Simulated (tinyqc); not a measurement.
## Bulk resistivity and mean free path from two films

Question. In the thick-film limit single-crystal films obey rho = rho0 (1 + 3 (1 - ps) lam/(8 d)). Find rho0, lam and the product rho0 lam.

Inputs (values chosen for the exercise):
- ps = 0.4 (specular share of surface scattering)

rho at d = 69 and 320 nm (uohm cm): 1.9115370  1.7377689

Answer. rho is a straight line in 1/d: the intercept is rho0 and the slope (3/8)(1 - ps) rho0 lam. Without ps only the product (1 - ps) lam could be found.

rho0 = 1.69 uohm cm
lam = 40.2 nm
rho0 lam = 67.9 uohm cm nm

tinyqc, about 0.01 s, one thread, Intel Xeon 2.30GHz (shared host): `OMP_NUM_THREADS=1 python tinyqc.py 2100127 2100128 out.jsonl`
